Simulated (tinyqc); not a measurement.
From results back to parameters: parabolic quantum dot in a magnetic field (Fock-Darwin). Three cases, with inputs chosen for the exercise.

Problem. The two far-infrared modes of a parabolic dot are W +/- wc/2 with W = sqrt(w0^2 + wc^2/4) and hbar wc = 2 muB B/m. They were computed from hidden w0 and m.

Constants: muB = 5.788381798e-05 eV/T.

Find: hbar wc; m; hbar w0.

Method. Their difference is hbar wc and their product (hbar w0)^2.

Case 1.

Values chosen (out of a larger set: near those of a gate-defined dot in InGaAs; not measured data): B = 3.47 T (magnetic field).

modes (meV): 13.31356  4.22502

Solution.

hbar wc = 9.089 meV
m = 0.0442 m0
hbar w0 = 7.50 meV

Case 2.

Values chosen (out of a larger set: near those of a gate-defined dot in InGaAs; not measured data): B = 2.18 T (magnetic field).

modes (meV): 11.00724  5.38645

Solution.

hbar wc = 5.621 meV
m = 0.0449 m0
hbar w0 = 7.70 meV

Case 3.

Values chosen (out of a larger set: near those of a gate-defined dot in Si; not measured data): B = 3.01 T (magnetic field).

modes (meV): 2.98989  1.08365

Solution.

hbar wc = 1.906 meV
m = 0.1828 m0
hbar w0 = 1.80 meV

Computed by tinyqc, one run a case: `OMP_NUM_THREADS=1 python tinyqc.py N N+1 out.jsonl` with N = 1250234, 1250259, 1250672; one thread of a shared Intel(R) Xeon(R) Processor @ 2.30GHz, about 0.04 s a run at most.
